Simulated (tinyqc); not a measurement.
From results back to parameters: tunnelling through a thin dielectric with one trap, as a tight-binding chain. Two cases, with inputs chosen for the exercise.

Problem. A resonance has full width Gamma_L + Gamma_R and peak height 4 Gamma_L Gamma_R/(Gamma_L + Gamma_R)^2. The values come from hidden widths.

Find: larger and smaller width.

Method. The widths are (W/2)(1 +/- sqrt(1 - peak)); which belongs to which lead the line shape cannot tell.

Case 1.

full width = 16.9819 meV
peak height = 0.705365

Solution.

larger and smaller width (meV): 13.1  3.88

Case 2.

full width = 0.154806 meV
peak height = 0.330293

Solution.

larger and smaller width (meV): 0.141  0.0141

Computed by tinyqc, one run a case: `OMP_NUM_THREADS=1 python tinyqc.py N N+1 out.jsonl` with N = 1481185, 1481420; one thread of a shared Intel(R) Xeon(R) Processor @ 2.30GHz, about 0.1 s a run at most.
